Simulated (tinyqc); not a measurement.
Changing the diffusion length L: surface photovoltage measurement of the minority-carrier diffusion length in a wafer. Computed by tinyqc, a small Python program. Command: `OMP_NUM_THREADS=1 python tinyqc.py 3130522 3130523 out.jsonl spv sweep`. One thread of a shared host (Intel(R) Xeon(R) Processor @ 2.30GHz), about 0.02 s of CPU time with the checks.

Low injection, steady light, a depletion layer much thinner than 1/alpha and L. The excess density dn is taken at the front edge of the neutral region; light that reaches the back is lost.

Inputs (values chosen for the exercise, modelled on p-type silicon at room temperature):
```
quantity,value,unit
wafer thickness W,525,micrometre
diffusivity D,28.9,cm^2/s
front recombination velocity S_f,22000,cm/s
back recombination velocity S_b,140,cm/s
photon flux entering,1.2e+11,1/(cm^2 s)
minority density at the surface barrier scale n_0,1.8e+09,1/cm^3
temperature T,298,K
wavelength,910,nm
relative noise of each reading,0,%
```

normal deviates g for the noise: [-0.99, 0.58, 0.75, 3.16, 0.92, 0.19, -0.56]

Constants: k_B = 8.617333262e-05 eV/K.

Method:
- alpha = (84.732/lambda - 76.417)^2 per cm with lambda in micrometre (an empirical fit for silicon between 0.7 and 1.05 micrometre).
- Thick wafer: dn = Phi L/((S_f + D/L)(L + 1/alpha)). Finite wafer, with s = S_b L/D, w = W/L, a = alpha L: dn = [Phi a/(a^2 - 1)] [a - B - exp(-alpha W)(a - s)/(cosh w + s sinh w)]/(S_f + B D/L), B = (sinh w + s cosh w)/(cosh w + s sinh w).
- Photovoltage V = (k_B T/e) ln(1 + dn/n_0). Lifetime = L^2/D.
- Readings y = (Phi/dn) (1 + noise x g) at 780, 830, 880, 920, 950, 975 and 995 nm; a least-squares line y = c (1/alpha + L_app) gives L_app = intercept/slope.

One run for each value:
```
diffusion length L (micrometre),apparent length L_app (micrometre),error of L_app (rounded to 0.001) (%),"dn, finite wafer (1/cm^3)",B
8,8.0,0,3.7641e+05,1.0000
15,15.0,0,8.5733e+05,1.0000
29,29.0,0,1.6780e+06,1.0000
54,54.0,0,2.6359e+06,1.0000
100,100.1,7.5000e-02,3.5483e+06,1.0000
190,194.4,2.3200e+00,4.2999e+06,0.9934
370,424.0,1.4592e+01,4.8553e+06,0.9217
700,883.0,2.6145e+01,5.1665e+06,0.8016
1300,1414.6,8.8180e+00,5.2921e+06,0.8160
2500,1754.9,-2.9803e+01,5.3351e+06,1.1338
```

Describe the trends.

Over the rows, apparent length L_app (micrometre) rises from 8.00 to 1750 (exponent d ln y / d ln x 1.0 between the first rows and 0.33 between the last); error of L_app (rounded to 0.001) (%) goes from 0 through a maximum among these rows, 26.1 at 700, to -29.8; dn, finite wafer (1/cm^3) rises from 376000 to 5.34e6 (exponent d ln y / d ln x 1.3 between the first rows and 0.012 between the last).

Extremes, crossings and ranges named in words are read from the listed rows.
